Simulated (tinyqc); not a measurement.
Comparisons within one model: quantum well in an electric field by finite differences. A value that a table varies takes the place of the one given here.

Finite differences on points z_i at the centres of cells of width h: H_ii = (c/h^2)(1/m_(i-1/2) + 1/m_(i+1/2)) + V_i, H_(i,i+1) = -(c/h^2)/m_(i+1/2), where m_(i+1/2) is the mean of the masses at the two points (the end values are repeated outwards), psi = 0 on the points beyond both ends, c = hbar^2/2m0. The field adds e F (z - z0) with z0 the middle of the structure; 1 kV/cm = 1e-5 eV/angstrom.

Constants: hbar^2/2m0 = 3.80998211 eV angstrom^2.

Parameters, chosen for this exercise (near those of a non-polar GaN well in AlGaN; the results hold for these values, not for the real material):
- layers = ((27, 0.69, 0.255), (36, 0, 0.203), (27, 0.69, 0.255)) (each layer: thickness in angstrom, band edge in eV, mass in m0)
- hf = 0.5625 angstrom (cell width of the fine grid)
- Fs = (0, 83.3, 167, 250, 333, 417, 500) kV/cm (fields)
- F = 240 kV/cm (field along z)
- Lw = 36 angstrom (well width)
- Lb = 27 angstrom (each outer barrier)
- V0 = 0.69 eV (barrier height)
- mw = 0.203 m0 (mass in the well)
- mb = 0.255 m0 (mass in the barriers)

## Stark shift

Fine grid. Perturbation theory: dE1 = e F z_11 - beta (e F)^2 with beta = sum_j z_1j^2/(E_j - E_1) over the 13 next levels at zero field, z from z0.

Levels against field:

| F (kV/cm) | E1 (eV) | E2 (eV) | dE1 (meV) | second order (meV) | <z - z0> (angstrom) | E2 - E1 (meV) |
|---|---|---|---|---|---|---|
| 0 | 0.0810 | 0.3169 | 0.00 | 0.00 | 0.0 | 235.9 |
| 83.3 | 0.0807 | 0.3169 | -0.23 | -0.23 | -0.5 | 236.2 |
| 167 | 0.0800 | 0.3169 | -0.91 | -0.92 | -1.1 | 236.9 |
| 250 | 0.0789 | 0.3170 | -2.04 | -2.05 | -1.6 | 238.1 |
| 333 | 0.0773 | 0.3171 | -3.62 | -3.64 | -2.2 | 239.7 |
| 417 | 0.0753 | 0.3172 | -5.65 | -5.71 | -2.7 | 241.8 |
| 500 | 0.0729 | 0.3172 | -8.09 | -8.21 | -3.2 | 244.3 |

z_11 = 0.00 angstrom
beta = 328.2 angstrom^2/eV

At zero field the state is centred, so the shift starts as F^2; it turns linear only if the state is pulled to one side. At 500 kV/cm E1 has moved by -8.09 meV, where second order gives -8.21 meV; they differ by 1.4 % there. The electron moves by -3.2 angstrom, against the rise of the potential. E2 - E1 grows with the field; the ends are 235.9 and 244.3 meV.

## Order of mass and momentum

Fine grid. Hermitian kinetic operators m^a p m^b p m^a with 2a + b = -1: H_ii = (c/h^2) m_i^(2a) (m_(i-1/2)^b + m_(i+1/2)^b) + V_i, H_(i,i+1) = -(c/h^2) m_i^a m_(i+1)^a m_(i+1/2)^b; BenDaniel-Duke is a = 0. The halved form has H_ii = 2c/(h^2 m_i) + V_i and H_(i,i+1) = -(c/2h^2)(1/m_i + 1/m_(i+1)). The shifts are measured against BenDaniel-Duke; the last column repeats E1 with cells of hf/4.

Levels (eV):

| operator | E1 | E2 | E1 - E1(BDD) (meV) | E1 at hf/4 |
|---|---|---|---|---|
| BenDaniel-Duke | 0.0791 | 0.3170 | 0.0 | 0.0791 |
| (1/m) p^2 + p^2 (1/m), halved | 0.0829 | 0.3235 | 3.8 | 0.0648 |
| m^(-1/2) p^2 m^(-1/2) | 0.0873 | 0.3391 | 8.2 | 0.0874 |
| m^(-1/4) p m^(-1/2) p m^(-1/4) | 0.0832 | 0.3280 | 4.2 | 0.0833 |
| one mass, the smallest | 0.0832 | 0.3280 | 4.2 | 0.0833 |

The three forms m^a p m^b p m^a span 8.2 meV in E1, 3 % of E2 - E1; they differ only at the mass steps (largest to smallest mass 1.26), where m^a psi is the continuous quantity. Dropping the mass step altogether moves E1 by +4.2 meV. Refining the grid moves the halved form by -18.1 meV, against at most 0.07 meV for the other three: at an abrupt step it has no limit as the grid is refined.

## What each parameter does

Three layers: barrier, well, barrier; fine grid. The Stark shift is E1(F) - E1(0). Each row changes one parameter from the base and keeps the others.

Results:

| case | E1 (eV) | E2 - E1 (meV) | Stark shift (meV) | <z - z0> (angstrom) |
|---|---|---|---|---|
| base | 0.0791 | 237.9 | -1.88 | -1.56 |
| Lw = 27 angstrom | 0.1215 | 343.2 | -0.90 | -0.75 |
| Lb = 36 angstrom | 0.0791 | 237.9 | -1.88 | -1.57 |
| V0 = 0.828 eV | 0.0829 | 250.1 | -1.70 | -1.41 |
| mw = 0.2334 m0 | 0.0731 | 219.5 | -1.93 | -1.61 |
| mb = 0.204 m0 | 0.0832 | 244.6 | -1.79 | -1.49 |
| F = 360 kV/cm | 0.0767 | 240.4 | -4.22 | -2.33 |

The largest shifts from the base row, up to three for each result and ties (the steps differ in size, so this ranks the rows, not the parameters). E1 (eV): Lw +0.0424, mw -0.0060, mb +0.0041; unchanged at the printed digits by Lb. E2 - E1 (meV): Lw +105.3, mw -18.4, V0 +12.2; unchanged at the printed digits by Lb. Stark shift (meV): F -2.34, Lw +0.99, V0 +0.18; unchanged at the printed digits by Lb. <z - z0> (angstrom): Lw +0.82, F -0.76, V0 +0.15.

tinyqc: `OMP_NUM_THREADS=1 python tinyqc.py 1280132 1280133 out.jsonl`; about 0.02 s, one thread, shared Intel(R) Xeon(R) Processor @ 2.30GHz.
